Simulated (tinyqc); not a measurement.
# MOS inversion layer, Poisson-Schroedinger loop: what changes with what

Electrons confined at an insulator interface at z = 0, treated as a hard wall; parabolic valleys, Hartree approximation, no image or exchange terms. The depletion charge lies far deeper than the electrons and gives a uniform field q Nd/(eps0 eps_r); the gate balances all charge. Energies are counted from the band edge at the interface.

Parameters, values chosen for the exercise; masses and permittivity close to those of silicon (100):
```
symbol   value   unit                                     meaning
T          300      K                                 temperature
eps_r     11.7                              relative permittivity
mz1      0.898     m0  mass along z of valley set A (2 valley(s))
md1      0.191     m0    in-plane density-of-states mass of set A
mz2      0.187     m0  mass along z of valley set B (4 valley(s))
md2      0.417     m0    in-plane density-of-states mass of set B
Ns      3.3e11  cm^-2                  sheet density of electrons
Nd      7.3e11  cm^-2           sheet density of depletion charge
dE        0.09     eV               extra shift of set B (strain)
```

Constants: q = 1.602176634e-19 C, kB = 1.380649e-23 J/K, hbar = 1.054571817e-34 J s, m0 = 9.1093837015e-31 kg, Vt = kB T/q, eps0 = 8.8541878128e-14 F/cm where lengths are in cm, hbar^2/(2 m0) = 0.0380998212 eV nm^2. Results are converted to the units shown.

Each table varies one quantity; the others keep the values above.

## Effect of the extra shift of set B (strain)

Schroedinger equation -(C/mz) psi'' + (V0 + U + dE for set B) psi = E psi, C = hbar^2/(2 m0), psi(0) = 0, on a uniform mesh of 800 nodes with a far wall at 31 nm, 8 levels a set; V0 = q Nd z/(eps0 eps_r); dU/dz = q (Ns - integral of n from 0 to z)/(eps0 eps_r), U(0) = 0; N_k = g md m0 q Vt/(pi hbar^2) ln(1 + exp((EF - E_k)/Vt)), g the number of valleys of the set, sum N_k = Ns. Triangular well: E_k = a_k (C F^2/mz)^(1/3), a_1 = 2.338107, a_2 = 4.087949, C = hbar^2/(2 m0), F in eV/nm. Fang-Howard (all electrons in the lowest level of set A): b^3 = 6 (mz1/C) q (Nd + 11 Ns/32)/(eps0 eps_r), centroid 3/b, level C b^2/(4 mz1) + (3/b) q (Nd + 11 Ns/16)/(eps0 eps_r). The centroid adds 3.9 z_av/eps_r to an oxide-equivalent thickness.

The same in every row: Fang-Howard centroid (nm) = 2.45.

Effect of the extra shift of set B (strain):
```
dE (eV),A1 (meV),B1 (meV),EF (meV),share of A1 (%),share of set A (%),centroid z_av (nm),added oxide equivalent (nm)
-0.05,51.5,34.2,-76.1,8.93,12.6,4.19,1.40
-0.02,51.3,63.6,-53.0,22.0,31.2,3.97,1.32
0.01,50.9,92.8,-37.1,40.9,58.7,3.63,1.21
0.04,50.7,122,-28.8,56.5,81.7,3.36,1.12
0.07,50.5,152,-25.5,64.3,93.4,3.22,1.07
0.1,50.5,182,-24.4,67.2,97.8,3.17,1.06
0.13,50.4,212,-24.0,68.2,99.3,3.15,1.05
0.16,50.4,242,-23.9,68.5,99.8,3.15,1.05
```

As dE goes from -0.05 to 0.16, A1 falls from 51.5 to 50.4 meV, the share of A1 rises from 8.93 to 68.5 % and the centroid falls from 4.19 to 3.15 nm. The Fang-Howard centroid is 42 % below the full one in the first row, where A1 holds 8.93 %, and 22 % below it in the last, where A1 holds 68.5 %.

## Effect of the sheet density of electrons

Same model as above.

Effect of the sheet density of electrons:
```
Ns (cm^-2),A1 (meV),B1 (meV),EF (meV),share of A1 (%),share of set A (%),centroid z_av (nm),added oxide equivalent (nm),Fang-Howard centroid (nm)
1e11,44.0,163,-63.2,64.8,96.7,3.34,1.11,2.53
2.1e11,47.1,167,-40.3,65.7,96.8,3.26,1.09,2.49
4.5e11,53.7,176,-12.8,67.4,96.9,3.11,1.04,2.41
9.7e11,66.7,193,22.3,70.3,97.1,2.86,0.954,2.26
2.1e12,91.3,225,71.3,74.6,97.5,2.51,0.835,2.04
4.4e12,133,278,141,79.1,97.8,2.11,0.703,1.77
9.4e12,207,373,252,82.7,98.1,1.72,0.572,1.46
2e13,332,534,437,83.5,97.8,1.39,0.463,1.18
```

What does the table show?

As Ns goes from 1e11 to 2e13, A1 rises from 44.0 to 332 meV, the share of A1 rises from 64.8 to 83.5 % and the centroid falls from 3.34 to 1.39 nm. A1 goes as Ns^(0.63) between the last two rows (a triangular well in the field of that charge alone gives 2/3). EF lies more than 2 meV above A1 for Ns = 4.4e12, 9.4e12, 2e13. The Fang-Howard centroid is 24 % below the full one in the first row, where A1 holds 64.8 %, and 15 % below it in the last, where A1 holds 83.5 %.

Program tinyqc, `OMP_NUM_THREADS=1 python tinyqc.py 2160104 2160105 out.jsonl`; Intel Xeon 2.30GHz, shared host, one thread, about 0.9 s.
